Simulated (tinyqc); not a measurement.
Hueckel theory of the pi electrons, for the molecule C=Cc1cc[nH]c1 (SMILES; centres numbered as the heavy atoms are written), step by step. One step of it, computed by the program tinyqc.

Question. Energy, charges, bond orders. E = sum n x; q_r = z_r - P_rr; bond order p = P_rs; free valence = sqrt(3) - sum of p over the bonds of the atom.

x values: 2.375336  1.600961  0.859848  0.501830  -0.778033  -1.125884  -1.934058

occupations: 2.000000  2.000000  2.000000  2.000000  0.000000  0.000000  0.000000

charge and bond-order matrix P, lower triangle:
```
           1C         2C         3C         4C         5C        6N        7C
1C   1.060662
2C   0.910588   0.990225
3C  -0.070436   0.405615   1.088763
4C  -0.167948  -0.001537   0.505689   1.107219
5C   0.068900  -0.067875  -0.091926   0.804101   1.027289
6N   0.125092  -0.026862  -0.195974  -0.214819   0.429950  1.714653
7C  -0.337025   0.029638   0.721151  -0.108845  -0.387317  0.451100  1.011190
```

Centres:
```
centre  z_r, pi electrons of the neutral centre         h
1C                                            1  0.000000
2C                                            1  0.000000
3C                                            1  0.000000
4C                                            1  0.000000
5C                                            1  0.000000
6N                                            2  1.500000
7C                                            1  0.000000
```

Bonds:
```
i  j         k
1  2         1
2  3         1
3  4         1
4  5         1
5  6  0.800000
6  7  0.800000
7  3         1
```

Give: pi energy = 8 alpha + this times beta; pi charges; Bond orders and lengths from R = 1.517 - 0.180 p; free valence of the carbons; gap between the highest filled and the next level.

Answer.

pi energy = 8 alpha + this times beta = 10.6759

pi charges: 1C -0.0607, 2C 0.0098, 3C -0.0888, 4C -0.1072, 5C -0.0273, 6N 0.2853, 7C -0.0112

Bond orders and lengths from R = 1.517 - 0.180 p (angstrom, C-C alone):
```
bond       p       R
1-2   0.9106  1.3531
2-3   0.4056  1.4440
3-4   0.5057  1.4260
4-5   0.8041  1.3723
5-6   0.4300       -
6-7   0.4511       -
7-3   0.7212  1.3872
```

free valence of the carbons: 1C 0.8215, 2C 0.4158, 3C 0.0996, 4C 0.4223, 5C 0.4980, 7C 0.5598

gap between the highest filled and the next level = 1.2799 |beta|
